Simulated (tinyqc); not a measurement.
Free and nearly free electrons in a metal: sweeps and comparisons. A value that a table varies takes the place of the one given here.

The cubic cell holds 2 atoms: n = 2 z/a^3, kF = (3 pi^2 n)^(1/3), EF = c kF^2/m, vF = 2 c kF/(m hbar), c = hbar^2/2m0; rs = (3/(4 pi n))^(1/3)/a0; D(EF) = 3 n/(2 EF).

Two plane waves k and k - G, G = (110) (2 pi/a): H = [[c k^2/m, V], [V, c (k - G)^2/m]] with c = hbar^2/2m0.

Square wire of width w with grain size w: rho/rho0 = 1/(1 - 3 al/2 + 3 al^2 - 3 al^3 ln(1 + 1/al)) + (3/4) (1 - p) l/w, with al = (l/w) Rg/(1 - Rg) (Mayadas-Shatzkes plus the thick-wire form of Fuchs-Sondheimer); l = hbar kF/(n e^2 rho), e = 1.602176634e-19 C.

Constants: hbar^2/2m0 = 3.80998211 eV angstrom^2; hbar = 6.58211957e-16 eV s; a0 (Bohr radius) = 0.5291772105 angstrom.

Inputs chosen for the exercise (near those of Li; the results hold for these values, not for the real material):

| symbol | value | unit | meaning |
|---|---|---|---|
| a | 3.456 | angstrom | bcc lattice constant |
| z | 1 |  | free electrons an atom |
| m | 1.25 | m0 | mass |
| rho | 9.49 | micro-ohm cm | bulk resistivity |
| p | 0.5 |  | specularity of the surfaces |
| Rg | 0.11 |  | reflection at grain boundaries |
| w | 20 | nm | wire width |

## When the Fermi surface touches the face

On the face the lower band is E = c (G^2/4 + q^2)/m - V, q along the face. EF is held at its free value. A neck opens where EF > c G^2/(4m) - V, with radius q; the second band fills where EF > c G^2/(4m) + V.

Necks:

| V (eV) | lower band at the face centre (eV) | neck radius (1/angstrom) | radius/kF |
|---|---|---|---|
| 0.2 | 4.837 | - | - |
| 0.5 | 4.537 | - | - |
| 0.8 | 4.237 | - | - |
| 1.1 | 3.937 | - | - |
| 1.4 | 3.637 | 0.2805 | 0.249 |
| 1.8 | 3.237 | 0.4581 | 0.406 |
| 2.2 | 2.837 | 0.5841 | 0.518 |
| 2.6 | 2.437 | 0.6873 | 0.609 |

EF = 3.877 eV
c G^2/(4m) = 5.037 eV

Contact needs V > 1.160 eV. It is first met at V = 1.4 eV of those listed, and the radius then grows as the square root of the excess, to 0.609 kF at 2.6 eV. EF is held at its free value here; a count of states lowers it as V grows, strongly for V of an eV or more, so the threshold is a lower bound, the radii are upper bounds, and some necks may vanish.

## Resistivity of narrow wires

Wires:

| w (nm) | al | grain term (factor - 1) | surface term | rho (micro-ohm cm) |
|---|---|---|---|---|
| 200 | 0.006 | 0.009 | 0.019 | 9.76 |
| 100 | 0.012 | 0.019 | 0.038 | 10.02 |
| 50 | 0.025 | 0.037 | 0.076 | 10.56 |
| 30 | 0.042 | 0.061 | 0.126 | 11.27 |
| 20 | 0.062 | 0.092 | 0.189 | 12.15 |
| 14 | 0.089 | 0.130 | 0.270 | 13.28 |
| 10 | 0.125 | 0.181 | 0.378 | 14.79 |
| 7 | 0.178 | 0.256 | 0.540 | 17.04 |

l = 10.08 nm

At 7 nm the resistivity is 1.80 times the bulk value; surfaces add more (0.26 from grains, 0.54 from surfaces). The surface formula is meant for w above l = 10 nm, so the rows below that are rough.

## What sets the wire resistivity

All results formed anew. Each row changes one parameter from the base and keeps the others.

Results:

| case | EF (eV) | l (nm) | wire rho (micro-ohm cm) |
|---|---|---|---|
| base | 3.877 | 10.08 | 12.151 |
| a = 3.56 angstrom | 3.654 | 10.69 | 12.313 |
| m = 1.5 m0 | 3.231 | 10.08 | 12.151 |
| rho = 11.388 micro-ohm cm | 3.877 | 8.40 | 14.052 |
| p = 0.8 | 3.877 | 10.08 | 11.076 |
| Rg = 0.077 | 3.877 | 10.08 | 11.872 |
| w = 14 nm | 3.877 | 10.08 | 13.285 |

The largest shifts from the base row, up to three for each result and ties (the steps differ in size, so this ranks the rows, not the parameters). EF (eV): m -0.646, a -0.223; unchanged at the printed digits by rho, p, Rg and w. l (nm): rho -1.68, a +0.62; unchanged at the printed digits by m, p, Rg and w. wire rho (micro-ohm cm): rho +1.900, w +1.133, p -1.076; unchanged at the printed digits by m. The mass drops out of l at given rho, because vF falls and tau rises by the same factor.

Computed by tinyqc, a small Python program: `OMP_NUM_THREADS=1 python tinyqc.py 1650816 1650817 out.jsonl` (the numbers bound the seed that draws the inputs); one thread of a shared host (Intel(R) Xeon(R) Processor @ 2.30GHz), about 0.01 s for the whole set of steps.
